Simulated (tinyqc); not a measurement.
p-i-n power rectifier, conductivity modulation at high injection: two steps of the calculation.

A drift layer from x = -d to d (2 d = W) between ideal p+ and n+ emitters (no recombination in them). High injection, n = p, ambipolar diffusion with one lifetime; both mobilities scale as (T/300 K)^(-bt).

Parameters, values chosen for the exercise; bulk values close to those of silicon:
- T = 450 K (temperature)
- eps_r = 11.9 (relative permittivity)
- Kc = 4110 V/cm per (cm^-3)^(1/8) (critical-field constant)
- BV = 400 V (rated breakdown voltage of the drift layer)
- mud = 1250 cm^2/(V s) (drift mobility at 300 K)
- bt = 2.2 (temperature exponent of the drift mobility)
- mup = 412 cm^2/(V s) (hole mobility at 300 K)
- Eg = 1.11 eV (band gap)
- Nc = 5.14e19 cm^-3 (conduction-band density of states at T)
- Nv = 4.87e19 cm^-3 (valence-band density of states at T)
- J = 50 A/cm^2 (forward current density)

Constants: q = 1.602176634e-19 C, kB = 1.380649e-23 J/K, Vt = kB T/q, eps0 = 8.8541878128e-14 F/cm where lengths are in cm. Results are converted to the units shown.

Problem 1. Drift layer. Triangular field at breakdown with Ec = Kc N^(1/8): BV = eps0 eps_r Ec^2/(2 q N), so N = (eps0 eps_r Kc^2/(2 q BV))^(4/3); W = 2 BV/Ec; mu = mud (T/300 K)^(-bt); rho = 1/(q mu N); ideal resistance rho W.

Give: drift doping N; Ec; drift thickness W; electron mobility mu at T; drift resistivity rho; ideal resistance.

Solution 1.

drift doping N = 7.191e14 cm^-3
Ec = 0.2958 MV/cm
drift thickness W = 27.05 um
electron mobility mu at T = 512.3 cm^2/(V s)
drift resistivity rho = 16.94 ohm cm
ideal resistance = 45.83 mohm cm^2

Problem 2. Forward voltage and stored charge. Ohmic drop: integral of J/(q (mun + mup) n); diffusion (Dember) drop Vt B ln(n(-d)/n(d)); both junctions together Vt ln(n(-d) n(d)/ni^2), ni = sqrt(Nc Nv) exp(-Eg/(2 Vt)), Eg in volts; V_F = the sum; stored charge q times the integral of n. Trapezoid rule; mun and mup scale as (T/300 K)^(-bt).

x, point 0 to 12 (um): [-13.524514, -11.270429, -9.016343, -6.762257, -4.508171, -2.254086, 0.000000, 2.254086, 4.508171, 6.762257, 9.016343, 11.270429, 13.524514]
n, point 0 to 12 (cm^-3): [2.2972947e16, 1.8232405e16, 1.4578337e16, 1.1792996e16, 9.7104046e15, 8.2064589e15, 7.1915387e15, 6.6051647e15, 6.4123945e15, 6.6017410e15, 7.1844873e15, 8.1953596e15, 9.6945959e15]
B = 0.50421179

Wanted: ohmic drop; diffusion drop; junction drops; V_F; stored charge.

Solution 2.

ohmic drop = 0.1410 V
diffusion drop = 0.01687 V
junction drops = 0.4804 V
V_F = 0.6383 V
stored charge = 4.371 uC/cm^2

Program tinyqc, `OMP_NUM_THREADS=1 python tinyqc.py 2230117 2230118 out.jsonl`; Intel Xeon 2.30GHz, shared host, one thread, about 0.01 s.
